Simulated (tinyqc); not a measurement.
Boltzmann transport in a parabolic band with a power-law relaxation time: one step. Transport coefficients. Two cases, with inputs chosen for the exercise.

Task: Form the ratios; u is the mean energy carried, in kT.

tau = tau0 x^r with x = E/kT. With K_j = Gamma(j + 1) F_j(eta): <tau> = tau0 (r + 3/2) K_(r+1/2)/((3/2) K_(1/2)); mu = <tau>/(mc m0/e), m0/e = 5.685630e-12 kg/C; Hall factor rH = (3/2) K_(1/2) (2r + 3/2) K_(2r+1/2)/((r + 3/2) K_(r+1/2))^2; Seebeck S = -(kB/e) [(r + 5/2) K_(r+3/2)/((r + 3/2) K_(r+1/2)) - eta]; Lorenz number L = (kB/e)^2 [(r + 7/2) K_(r+5/2)/((r + 3/2) K_(r+1/2)) - ((r + 5/2) K_(r+3/2)/((r + 3/2) K_(r+1/2)))^2]; kB/e in V/K. Valley anisotropy is left out of rH.

Constants: kB = 8.617333262e-05 eV/K.

Case 1.

Values chosen (out of a larger set: masses near those of Si; tau0 is set for a mobility of the usual size at this n, kL is a free input; freeze-out and phonon drag, which matter near 77 K, are left out; not measured data): r = -0.5 (exponent of tau).

F_j and K_j:
```
j            F_j       K_j
0.500   7.290781  6.461286
0.000   4.360945  4.360945
1.000   11.08502  11.08502
2.000   20.86606  41.73211
-0.500  2.290260  4.059380
```

eta = 4.348097

Case 2.

Values chosen (out of a larger set: masses near those of GaAs; tau0 is set for a mobility of the usual size at this n, kL is a free input; freeze-out and phonon drag, which matter near 77 K, are left out; not measured data): r = -0.5 (exponent of tau).

F_j and K_j:
```
j            F_j       K_j
0.500   2.135859  1.892856
0.000   1.695519  1.695519
1.000   2.545899  2.545899
2.000   3.228774  6.457547
-0.500  1.246149  2.208742
```

eta = 1.492786

Give: <tau>/tau0; rH; u; S; L.

Result:

Case 1.

<tau>/tau0 = 0.450
rH = 1.034
u = 5.084
S = -63.4 microvolt/K
L = 2.127 1e-8 W ohm/K^2

Case 2.

<tau>/tau0 = 0.597
rH = 1.091
u = 3.003
S = -130.1 microvolt/K
L = 1.788 1e-8 W ohm/K^2

The non-degenerate limits are rH = 1.178, u = r + 5/2 = 2 and L = (r + 5/2)(kB/e)^2 = 1.485; the degenerate ones are rH = 1 and L = 2.443.

Computed by tinyqc, one run a case: `OMP_NUM_THREADS=1 python tinyqc.py N N+1 out.jsonl` with N = 1650602, 1650603; one thread of a shared Intel(R) Xeon(R) Processor @ 2.30GHz, about 0.02 s a run at most.
